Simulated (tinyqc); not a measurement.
# MOSFET in saturation, small-signal circuit and noise: what changes with what

Bias by the inversion coefficient IC = I/Ispec (charge-based model with velocity saturation; weak inversion below 0.1, strong above 10). Common-source circuit: gm, gds, Cgs, Cgd and Cj at the inner nodes, Rg in series with the gate; quasi-static, no source or drain resistance, no gate-body capacitance, no substrate network, no induced gate noise, so fmax is an upper estimate.

Parameters, values chosen for the exercise: temperature T = 350 K; gate length L = 28 nm; total gate width W = 5 um; gate capacitance Cox = 0.6 uF/cm^2; mobility mu = 430 cm^2/(V s); slope factor n = 1.32; velocity-saturation length Ls = 10 nm; ratio gds/gm sg = 0.13; overlap and fringe capacitance per side Cov = 0.23 fF/um; drain junction capacitance Cj = 0.7 fF/um; sheet resistance of the gate Rsh = 20 ohm; finger width Wf = 4 um; gate contact and vertical resistance Rc = 200 ohm um; inversion coefficient IC = 0.8; short-channel excess of the noise factor gw = 0.05; oxide trap density Nt = 1.8e17 cm^-3 eV^-1; tunnelling length into the oxide lt = 0.1 nm; Coulomb scattering coefficient ac = 10000 V s/C.

Constants: q = 1.602176634e-19 C, kB = 1.380649e-23 J/K, Vt = kB T/q. Results are converted to the units shown.

Each table varies one quantity; the others keep the values above.

## Effect of the total gate width on speed and noise

Ispec = 2 n mu Cox (W/L) Vt^2, lc = Ls/L, gms = [sqrt((lc IC + 1)^2 + 4 IC) - 1]/[2 + lc (lc IC + 1)], gm = gms Ispec/(n Vt), gds = sg gm. qs = [sqrt(1 + 4 IC) - 1]/2, Cgs = Cox W L qs (2 qs + 3)/(3 (qs + 1)^2) + Cov W, Cgd = Cov W, Cd = Cj W, Rg = Rsh (Wf/L)/(12 Nf) + Rc/W with Nf = W/Wf fingers (not rounded) contacted at both ends. fT = gm/(2 pi (Cgs + Cgd)), fmax = fT/(2 sqrt(Rg (gds + 2 pi fT Cgd))). Channel noise Sid = 4 kB T gam n gm with gam = (1/2 + (2/3) qs)/(1 + qs) + gw lc IC, qs = [sqrt(1 + 4 IC) - 1]/2, lc = Ls/L (the last term an empirical rise with velocity saturation); at the gate, white noise Sw = Sid/gm^2 + 4 kB T Rg. Number fluctuation with correlated mobility: S(f) = K/f, K = q^2 Vt lt Nt/(W L Cox^2) (1 + ac mu Cox I/gm)^2, Vt in eV with Nt per eV. Corner fc = K/Sw. IC is held fixed.

The same in every row: fT (GHz) = 84.652; fmax (GHz) = 99.294; fc (MHz) = 248.43.

Effect of the total gate width on speed and noise:

| W (um) | I (uA) | Rg (ohm) | sqrt(Sw) (nV/Hz^0.5) |
|---|---|---|---|
| 2 | 35.405 | 576.19 | 6.1611 |
| 4.3 | 76.121 | 268.00 | 4.2018 |
| 9.3 | 164.63 | 123.91 | 2.8571 |
| 20 | 354.05 | 57.619 | 1.9483 |
| 43 | 761.21 | 26.800 | 1.3287 |
| 93 | 1646.3 | 12.391 | 0.90350 |
| 200 | 3540.5 | 5.7619 | 0.61611 |

As W goes from 2 to 200 um, fT stays at 84.7 GHz, fmax stays at 99.3 GHz, the white noise falls from 6.16 to 0.616 nV/Hz^0.5 and the corner stays at 248 MHz. Current, gm and capacitances scale with W and Rg with 1/W, so the frequencies stay while both noise powers fall as 1/W.

## Effect of the gate length on speed and noise

Same model as above.

Corner fc = K/Sw. IC is held fixed, and so is sg.

Effect of the gate length on speed and noise:

| L (nm) | I (uA) | Rg (ohm) | fT (GHz) | fmax (GHz) | sqrt(Sw) (nV/Hz^0.5) | fc (MHz) |
|---|---|---|---|---|---|---|
| 20 | 123.92 | 306.67 | 117.46 | 101.72 | 3.7372 | 382.32 |
| 32 | 77.449 | 206.67 | 73.831 | 97.770 | 4.0105 | 204.56 |
| 50 | 49.567 | 146.67 | 45.566 | 90.527 | 4.5945 | 99.046 |
| 79 | 31.372 | 107.51 | 26.688 | 80.011 | 5.5132 | 43.365 |
| 130 | 19.064 | 81.026 | 14.171 | 65.878 | 6.8997 | 16.786 |
| 200 | 12.392 | 66.667 | 7.8163 | 52.592 | 8.4668 | 7.2375 |
| 320 | 7.7449 | 56.667 | 3.8703 | 38.544 | 10.643 | 2.8606 |
| 500 | 4.9567 | 50.667 | 1.8868 | 26.930 | 13.260 | 1.1788 |

Read the table: what changes, and by how much?

As L goes from 20 to 500 nm, fT falls from 117 to 1.89 GHz, fmax falls from 102 to 26.9 GHz, the white noise rises from 3.74 to 13.3 nV/Hz^0.5 and the corner falls from 382 to 1.18 MHz. fT goes as L^(-0.99) between the first two rows and L^(-1.61) between the last two; with no overlap and no velocity saturation it would go as 1/L^2. For L = 130 to 500 nm fmax exceeds 4 fT, where channel resistance and substrate losses, left out here, would cap it.

## From weak to strong inversion

Same model as above.

The last column is the figure of merit (gm/I) fT.

From weak to strong inversion:

| IC | I (uA) | gm/I (1/V) | fT (GHz) | fmax (GHz) | (gm/I) fT (THz/V) |
|---|---|---|---|---|---|
| 0.01 | 1.1064 | 24.822 | 1.8936 | 15.015 | 0.047004 |
| 0.03 | 3.3192 | 24.267 | 5.5173 | 25.612 | 0.13389 |
| 0.1 | 11.064 | 22.634 | 16.827 | 44.639 | 0.38087 |
| 0.3 | 33.192 | 19.486 | 41.967 | 70.231 | 0.81776 |
| 1 | 110.64 | 14.324 | 97.768 | 106.60 | 1.4005 |
| 3 | 331.92 | 9.2784 | 182.51 | 144.98 | 1.6934 |
| 10 | 1106.4 | 4.7044 | 299.72 | 185.16 | 1.4100 |
| 30 | 3319.2 | 2.0362 | 383.40 | 209.04 | 0.78067 |
| 100 | 11064 | 0.67827 | 421.92 | 219.05 | 0.28618 |

What does the table show?

The efficiency gm/I falls from 24.8 to 0.678 1/V while fT rises from 1.89 to 422 GHz; fT goes as IC^(0.97) at the start and IC^(0.08) at the end (1/2 for a long channel, 0 at full velocity saturation, which sets in near IC = 1/lc^2 = 7.84). Their product goes from 0.0470 through a maximum of 1.69 (at IC = 3 among the rows listed) to 0.286 THz/V. For IC = 0.01 to 0.03 fmax exceeds 4 fT, where channel resistance and substrate losses, left out here, would cap it. At IC = 100 the current passes 1.5 mA/um, where series resistance and heating matter.

Numbers from tinyqc (`OMP_NUM_THREADS=1 python tinyqc.py 2150014 2150015 out.jsonl`; about 0.01 s on one thread of a shared Intel Xeon 2.30GHz).
